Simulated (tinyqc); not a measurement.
Haynes-Shockley experiment: drift, diffusion and decay of a minority-carrier pulse: one step, computed by the program tinyqc.

A thin sheet of excess carriers is made at x = 0, t = 0 in a long uniform bar; injection is low, so the pulse moves with the minority mobility.

Question. The signal at the collector. dn(x, t) = N0/sqrt(4 pi D t) exp(-(x - v t)^2/(4 D t) - t/tau). At fixed x the signal peaks where d ln(dn)/dt = 0: a t^2 + t/2 - x^2/(4 D) = 0 with a = v^2/(4 D) + 1/tau. The full width at half maximum is found by solving dn(x, t) = peak/2 on both sides of the peak.

Inputs (values chosen for the exercise, modelled on holes in n-type silicon in a lightly doped bar): lifetime tau = 38 microsecond; temperature T = 330 K; distance d to the collector = 0.29 cm; injected sheet density N0 = 7.7e+09 1/cm^2.

drift velocity v = 2129.8 cm/s

D = 13.16642 cm^2/s

Give: time of the peak t_p; peak density; width at half maximum.

Answer.

time of the peak t_p = 117.0 microsecond

peak density = 1.943e+09 1/cm^3

width at half maximum = 53.55 microsecond
